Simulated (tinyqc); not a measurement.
# Free and trapped electrons in a MOS channel with a dense trap tail: effect of the temperature

p-type body, charge-sheet picture, full ionisation (an idealisation for deep acceptors), Boltzmann statistics for free electrons. e = Ec - EF at the surface. Acceptor-like traps of density D(E) = D0 + De exp(-E/Ew) at depth E below Ec, from 0 to Eu, hold n_t = integral of D(E)/(1 + exp((e - E)/Vt)). psi = Eg - Vt ln(Nv/Na) - e; N_dep = sqrt(2 eps0 eps_r Na (psi - Vt)/q); n_f = sqrt(N_dep^2 + 2 eps0 eps_r Vt Nc exp(-e/Vt)/q) - N_dep; Vg = Vfb + psi + q (N_dep + n_t + n_f)/Cox, Cox = eps0 eox/tox.

Nc and Nv are given at 475 K and scale as (T/475 K)^1.5; Eg, Vfb and mf are held fixed. VT is the Vg for n_f = 1e11 cm^-2; swing ln 10 n_f/(dn_f/dVg) at n_f = 1e8 cm^-2; the last three columns are for Vg = VT + 2.2 V, with free share n_f/(n_f + n_t) and field-effect mobility mf q (dn_f/dVg)/Cox; there EF is near the band edge, where Boltzmann statistics are rough.

Values chosen for this exercise; band and dielectric values close to those of gallium nitride:
- Eg = 3.41 eV (band gap)
- eps_r = 9.34 (relative permittivity)
- Nc = 4.54e18 cm^-3 (conduction-band density of states at the reference temperature)
- Nv = 9.22e19 cm^-3 (valence-band density of states at the reference temperature)
- eox = 3.9 (relative permittivity of the insulator)
- tox = 27 nm (insulator thickness)
- Na = 5.8e16 cm^-3 (acceptor density)
- Vfb = -3 V (flat-band voltage without trapped charge)
- D0 = 1.1e10 cm^-2 eV^-1 (constant background density of acceptor-like traps)
- De = 3.5e12 cm^-2 eV^-1 (density of the tail at the conduction edge)
- Ew = 0.06 eV (decay energy of the tail)
- Eu = 0.74 eV (depth below Ec down to which the traps reach)
- mf = 180 cm^2/(V s) (mobility of free electrons)

Constants: q = 1.602176634e-19 C, kB = 1.380649e-23 J/K, Vt = kB T/q, eps0 = 8.8541878128e-14 F/cm where lengths are in cm. Results are converted to the units shown.

Result of one run:

| T (K) | e at VT (eV) | VT (V) | q n_t/Cox at VT (V) | swing (mV/decade) | n_f (cm^-2) | free share (%) | field-effect mobility (cm^2/(V s)) |
|---|---|---|---|---|---|---|---|
| 350 | 0.03458 | 2.175 | 0.1661 | 98.80 | 1.678e12 | 88.87 | 174.6 |

What becomes of these results when the temperature T is changed from 350 to 550 K, all else the same?

Result of the changed run:

| T (K) | e at VT (eV) | VT (V) | q n_t/Cox at VT (V) | swing (mV/decade) | n_f (cm^-2) | free share (%) | field-effect mobility (cm^2/(V s)) |
|---|---|---|---|---|---|---|---|
| 550 | 0.1097 | 1.798 | 0.08354 | 146.4 | 1.580e12 | 89.38 | 169.3 |

The whole series:

| T (K) | e at VT (eV) | VT (V) | q n_t/Cox at VT (V) | swing (mV/decade) | n_f (cm^-2) | free share (%) | field-effect mobility (cm^2/(V s)) |
|---|---|---|---|---|---|---|---|
| 200 | -0.004756 | 2.436 | 0.2412 | 80.56 | 1.774e12 | 89.10 | 177.4 |
| 250 | 0.006228 | 2.355 | 0.2181 | 84.36 | 1.742e12 | 88.99 | 176.6 |
| 300 | 0.01946 | 2.267 | 0.1922 | 90.42 | 1.710e12 | 88.91 | 175.6 |
| 350 | 0.03458 | 2.175 | 0.1661 | 98.80 | 1.678e12 | 88.87 | 174.6 |
| 400 | 0.05133 | 2.081 | 0.1415 | 109.0 | 1.649e12 | 88.89 | 173.4 |
| 450 | 0.06954 | 1.987 | 0.1194 | 120.6 | 1.623e12 | 88.98 | 172.1 |
| 500 | 0.08905 | 1.892 | 0.1000 | 133.2 | 1.600e12 | 89.14 | 170.7 |
| 550 | 0.1097 | 1.798 | 0.08354 | 146.4 | 1.580e12 | 89.38 | 169.3 |

As T goes from 200 to 550, VT falls from 2.44 to 1.80 V, its part due to traps falls from 0.241 to 0.0835 V, the swing rises from 80.6 to 146 mV/decade and the field-effect mobility falls from 177 to 169 cm^2/(V s). On heating the same n_f is reached with EF deeper in the gap, where fewer tail states are filled. For T = 200, 250, 300, 350, 400, 450 e is under 2 Vt already at VT, so VT too is rough.

tinyqc, about 0.02 s, one thread, Intel Xeon 2.30GHz (shared host): `OMP_NUM_THREADS=1 python tinyqc.py 2222043 2222044 out.jsonl`
